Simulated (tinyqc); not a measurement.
Phonon transmission through an interface between two chains by Green functions: one step, computed by the program tinyqc. Command: `OMP_NUM_THREADS=1 python tinyqc.py 3020005 3020006 out.jsonl agf walk`. One thread of a shared host (Intel(R) Xeon(R) Processor @ 2.30GHz), about 0.01 s of CPU time with the checks.

Two semi-infinite chains (masses m_1, m_2; springs k_1, k_2), motion along the chain. The central region holds the end atom of each chain and one interlayer atom of mass m_b, joined by springs k_b. lambda = omega^2 in eV/(angstrom^2 u); nu = 15.6333042 THz x sqrt(lambda).

Question. Transmission at the probe frequency. A = lambda M - K - Sigma over the central atoms, with K_ii the sum of the springs at i, K_(i,i+1) = -k_b; G = inverse of A; transmission = Gamma_1 Gamma_2 |G_(first,last)|^2.

Atoms in the interlayer: one.

A (complex symmetric) (eV/angstrom^2):
```
                     end of 1    layer 1             end of 2
end of 1  -1.328451+1.483861i   1.600000             0.000000
layer 1              1.600000  -2.821172             1.600000
end of 2             0.000000   1.600000  -1.073664+1.558312i
```

Gamma_1 = 2.967722 eV/angstrom^2

Gamma_2 = 3.116625 eV/angstrom^2

Give: G_(first,last); transmission.

Answer.

G_(first,last) = 0.2724-0.0802i angstrom^2/eV

transmission = 0.7457
